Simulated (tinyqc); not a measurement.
## Well width from the intersubband spacing

Inverse problem. In an empty well of width L and depth Vb, level k solves kw L/2 = (k - 1) pi/2 + arctan(sqrt((mw/mb)(Vb - E)/E)) with kw = sqrt(mw E/C), C = hbar^2/(2 m0). Find L, E1 and E2 from the spacing.

Values chosen for this exercise; material values close to those of GaAs in InGaP:
- mw = 0.0679 m0 (mass along z in the well)
- mb = 0.09 m0 (mass along z in the barriers)
- Vb = 0.146 eV (barrier height)

Constants: q = 1.602176634e-19 C, hbar = 1.054571817e-34 J s, m0 = 9.1093837015e-31 kg, hbar^2/(2 m0) = 0.0380998212 eV nm^2. Results are converted to the units shown.

E2 - E1 = 33.537181 meV

Answer. Both levels are solved for trial widths until their difference matches. A second level is bound only for L above 6.16 nm, and over that range one width gives this spacing.

L = 17.6 nm
E1 = 11.3 meV
E2 = 44.8 meV

Program tinyqc, `OMP_NUM_THREADS=1 python tinyqc.py 2140103 2140104 out.jsonl`; Intel Xeon 2.30GHz, shared host, one thread, about 0.2 s.
